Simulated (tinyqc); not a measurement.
Long-channel MOSFET, surface-potential model: two steps of the calculation.

n-channel transistor on a uniformly doped p-type body, gradual-channel approximation, constant mobility, Boltzmann statistics, full ionisation. Potentials are counted from the neutral body; V is the electron quasi-Fermi potential, Vsb at the source and Vsb + Vds at the drain. Charges are magnitudes per area.

Inputs (values chosen for the exercise); material values close to those of silicon:
- T = 300 K (temperature)
- Vfb = -0.72 V (flat-band voltage)
- Vsb = 1 V (source-body reverse bias)
- Vgs = 2.41 V (gate-source voltage)

Constants: q = 1.602176634e-19 C, kB = 1.380649e-23 J/K, Vt = kB T/q. Results are converted to the units shown.

Task 1. Surface potential at the source by Newton steps. With V = Vsb: G = psi - Vt + Vt e, e = exp((psi - 2 phiF - Vsb)/Vt); f = Vgs + Vsb - Vfb - psi - gamma sqrt(G); f' = -1 - gamma (1 + e)/(2 sqrt(G)); psi(new) = psi - f/f'.

psi at the start (the smaller of 2 phiF + Vsb + 4 Vt and the root without inversion charge) = 1.9983400 V
phiF = 0.44746365 V
gamma = 0.68939515 V^0.5

Wanted: G; f; f'; psi after iteration 1.

Result 1.

G = 3.3842 V
f = 0.86343 V
f' = -11.420
psi after iteration 1 = 2.0740 V

Task 2. Inversion charge along the channel. The surface potential psi at channel potential V solves Vgs + Vsb - Vfb - psi = gamma sqrt(G), G = psi - Vt + Vt exp((psi - 2 phiF - V)/Vt). Charge sheet: Qi = Cox gamma [sqrt(G) - sqrt(psi - Vt)]. Pao-Sah: Qi = (Cox gamma/2) integral from 3 Vt to psi of exp((u - 2 phiF - V)/Vt)/sqrt(G(u, V)) du.

V, point 0 to 10 (V): 1  1.05  1.1  1.15  1.2  1.25  1.3  1.35  1.4  1.45  1.5
phiF = 0.44746365 V
Cox = 0.44813032 uF/cm^2
gamma = 0.68939515 V^0.5

Find: psi; Qi, charge sheet; Qi, Pao-Sah.

Result 2.

```
point  psi (V)  Qi, charge sheet (nC/cm^2)  Qi, Pao-Sah (nC/cm^2)
0        2.040                       497.9                  500.5
1        2.089                       471.1                  473.5
2        2.137                       444.4                  446.6
3        2.185                       417.7                  419.8
4        2.233                       391.2                  393.2
5        2.281                       364.8                  366.6
6        2.328                       338.5                  340.2
7        2.376                       312.4                  313.9
8        2.423                       286.4                  287.8
9        2.471                       260.5                  261.8
10       2.518                       234.9                  236.0
```

At the source the charge-sheet charge is 0.52 % below the Pao-Sah one.

Numbers from tinyqc (`OMP_NUM_THREADS=1 python tinyqc.py 2360017 2360018 out.jsonl`; about 0.03 s on one thread of a shared Intel Xeon 2.30GHz).
